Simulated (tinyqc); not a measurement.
Minority-electron transport through the base of a bipolar transistor (Moll-Ross and Kroemer integrals). Inputs raised by 10 %, one at a time. Computed by tinyqc, a small Python program. Command: `OMP_NUM_THREADS=1 python tinyqc.py 3016390 3016391 out.jsonl base sens`. One thread of a shared host (Intel(R) Xeon(R) Processor @ 2.30GHz), about 0.01 s of CPU time with the checks.

Low injection, one dimension, x from the emitter edge (0) to the collector edge (W), s = x/W. Recombination is treated as a small correction (valid for tau_B well below tau_n), computed from the stored charge.

Inputs (values chosen for the exercise, modelled on silicon):
```
quantity                                     value        unit
intrinsic density n_i at the emitter edge    9e+09      1/cm^3
base doping at the emitter edge N_0        1.2e+18      1/cm^3
base width W                                   560          nm
mu_min                                         140  cm^2/(V s)
mu_max                                        1320  cm^2/(V s)
N_ref                                        3e+17      1/cm^3
electron lifetime tau_n                        5.5          ns
emitter Gummel number G_E                  7.2e+12      s/cm^4
base-emitter voltage V_BE                     0.67           V
temperature T                                  300           K
doping ratio N_0/N(W)                           45           -
```

Base doping profile: Gaussian. Gap grading: none. Exit of the base: infinite sink.

Constants: k_B = 8.617333262e-05 eV/K; e = 1.602176634e-19 C.

Method:
- N(x) = N_0 (ratio)^(-s^2); n_i(x) = n_i; D(x) = (k_B T/e) mu, mu = mu_min + (mu_max - mu_min)/(1 + (N/N_ref)^0.7).
- With y(x) = N n_i^2/(D n_i(x)^2): base Gummel number G_B = int_0^W y dx; J_C = e n_i^2 exp(e V_BE/k_B T)/G_B; n(x) = (J_C/e)(n_i(x)^2/(N n_i^2)) [int_x^W y dx]; transit time tau_B = (e/J_C) int n dx; trapezoid rule on 401 even points.
- Emitter-limited gain beta_E = G_E/G_B; recombination-limited gain beta_R = tau_n/tau_B; 1/beta = 1/beta_E + 1/beta_R; f_T from the base alone = 1/(2 pi tau_B).

Runs; columns: (1) input moved; (2) from; (3) to; (4) base transit time tau_B (ps); (5) current gain beta; (6) collector current density J_C (A/cm^2); (7) base Gummel number G_B (s/cm^4):
```
(1)                                               (2)       (3)    (4)    (5)    (6)        (7)
base run                                            -         -  37.37  3.200   1.06  2.201e+12
base doping at the emitter edge N_0 (1/cm^3)  1.2e+18  1.32e+18  38.45  2.822   0.93  2.501e+12
base width W (nm)                                 560       616  45.22  2.903   0.97  2.421e+12
doping ratio N_0/N(W)                              45      49.5  36.66  3.240   1.07  2.175e+12
mu_min (cm^2/(V s))                               140       154  36.89  3.258   1.08  2.162e+12
mu_max (cm^2/(V s))                              1320      1452  34.39  3.462   1.15  2.035e+12
electron lifetime tau_n (ns)                      5.5      6.05  37.37  3.206   1.06  2.201e+12
base-emitter voltage V_BE (V)                    0.67     0.737  37.37  3.200  14.18  2.201e+12
```

Exponents ln(y'/y) / ln(x'/x):
```
input                                base transit time tau_B  current gain beta  collector current density J_C  base Gummel number G_B
base doping at the emitter edge N_0                    0.298             -1.319                         -1.340                   1.340
base width W                                           2.000             -1.023                         -1.000                   1.000
doping ratio N_0/N(W)                                 -0.201              0.128                          0.127                  -0.127
mu_min                                                -0.137              0.189                          0.190                  -0.190
mu_max                                                -0.873              0.825                          0.824                  -0.824
electron lifetime tau_n                                0.000              0.021                          0.000                   0.000
base-emitter voltage V_BE                              0.000              0.000                         27.192                   0.000
```

To which inputs is each result most sensitive?

Among the inputs moved here: base transit time tau_B answers most in size to base width W (exponent +2.000), next to mu_max (-0.873); its exponent is below 0.0005 for electron lifetime tau_n, base-emitter voltage V_BE. Its exponent +2.000 in base width W: diffusion, or drift in a field proportional to 1/W. current gain beta answers most in size to base doping at the emitter edge N_0 (exponent -1.319), next to base width W (-1.023); its exponent is below 0.0005 for base-emitter voltage V_BE. Its exponent -1.023 in base width W: emitter-limited gain, or recombination with a transit time limited by the exit velocity. Collector current density J_C answers most in size to base-emitter voltage V_BE (exponent +27.192), next to base doping at the emitter edge N_0 (-1.340); its exponent is below 0.0005 for electron lifetime tau_n. Base Gummel number G_B answers most in size to base doping at the emitter edge N_0 (exponent +1.340), next to base width W (+1.000); its exponent is below 0.0005 for electron lifetime tau_n, base-emitter voltage V_BE. Its exponent +1.000 in base width W: G_B counts dopants per area.
